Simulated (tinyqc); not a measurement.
# Planar metal-insulator-metal capacitor: capacitance, non-linearity, leakage and relaxation: what changes with what

A film between two metal electrodes, each interface adding a series capacitance ci. The small-signal permittivity is ek (1 + aq E^2); the field is found with the linear permittivity. Leakage J = J0 sinh(E/Ef). After a voltage step the film passes a relaxation current kr C V tt^(-nr), tt being the time in seconds.

Values chosen for this exercise; permittivity of the order of that of zirconium oxide: relative permittivity of the film ek = 37.5; film thickness t = 25 nm; capacitance of each electrode interface (dead layer and screening) ci = 48 uF/cm^2; quadratic field coefficient of the permittivity aq = 0.0072 cm^2/MV^2; bias V = 1.6 V; exponent of the relaxation current nr = 0.992; strength of the relaxation kr = 0.0018; leakage prefactor J0 = 1e-11 A/cm^2; field for an e-fold rise of the leakage Ef = 0.35 MV/cm; duration of the write pulse t0 = 1e-7 s.

Constants: eps0 = 8.8541878128e-14 F/cm where lengths are in cm. Results are converted to the units shown.

Each table varies one quantity; the others keep the values above.

## Capacitance, non-linearity and leakage against thickness

Planar film: Cf = eps0 ek/t, 1/C = 1/Cf + 2/ci, EOT = 3.9 eps0/C, effective permittivity C t/eps0, E = (V/t) C/Cf; quadratic coefficient [C(V)/C - 1]/V^2 with Cf (1 + aq E^2) in C(V).

Capacitance, non-linearity and leakage against thickness:
```
t (nm)  C (uF/cm^2)  EOT (nm)  effective permittivity  E (MV/cm)  quadratic coefficient (ppm/V^2)  J (A/cm^2)
4.1           6.055    0.5703                   28.04      2.918                          1.763e4    2.087e-8
5.7           4.687    0.7367                   30.18      2.259                          1.146e4    3.175e-9
8             3.538    0.9759                   31.97      1.705                             6950   6.527e-10
11            2.681     1.288                   33.31      1.292                             4165   2.004e-10
16            1.910     1.808                   34.52     0.9204                             2192   6.899e-11
22            1.420     2.432                   35.28     0.6842                             1239   3.461e-11
31            1.025     3.368                   35.90     0.4941                            657.2   1.930e-11
43           0.7481     4.616                   36.33     0.3605                            354.1   1.222e-11
60           0.5409     6.384                   36.65     0.2607                            186.8   8.155e-12
```

Read the table: what changes, and by how much?

C falls from 6.06 to 0.541 uF/cm^2 while the effective permittivity goes from 28.0 to 36.7 (ek = 37.5). EOT is a straight line in t with slope 3.9/ek = 0.104 and intercept 0.144 nm. The quadratic coefficient goes as t^(-1.31) between the first two rows and t^(-1.92) between the last two (-2 without interfaces), and J falls by 3.41 decades.

## Charge lost after writing

Planar film: Cf = eps0 ek/t, 1/C = 1/Cf + 2/ci, EOT = 3.9 eps0/C, effective permittivity C t/eps0, E = (V/t) C/Cf. A capacitor written for t0 and then left open loses, as a share of C V, kr (tt^(1 - nr) - t0^(1 - nr))/(1 - nr) by relaxation and J tt/(C V) by leakage; both are taken as small, and rows far outside that range are left out.

The same in every row: leakage current (nA/cm^2) = 0.02740.

Charge lost after writing:
```
tt (s)  relaxation current (nA/cm^2)  loss by relaxation (%)  loss by leakage (%)  total loss (%)
1e-6                         3.245e6                  0.3677             1.361e-9          0.3677
1e-5                         3.306e5                  0.7422             1.361e-8          0.7422
0.0001                       3.367e4                   1.124             1.361e-7           1.124
0.001                           3430                   1.512             1.361e-6           1.512
0.01                           349.3                   1.908             1.361e-5           1.908
0.1                            35.58                   2.311             1.361e-4           2.311
1                              3.624                   2.722             0.001361           2.723
10                            0.3692                   3.140              0.01361           3.154
100                          0.03760                   3.566               0.1361           3.702
1000                        0.003830                   4.000                1.361           5.361
```

What does the table show?

The two currents are equal at tt = 138 s. The loss by relaxation grows from 0.368 to 4.00 %, by 0.375 points over the first decade and 0.434 over the last, while the loss by leakage grows tenfold a decade. Relaxation is the larger loss in every row.

Numbers from tinyqc (`OMP_NUM_THREADS=1 python tinyqc.py 2102032 2102033 out.jsonl`; about 0.01 s on one thread of a shared Intel Xeon 2.30GHz).
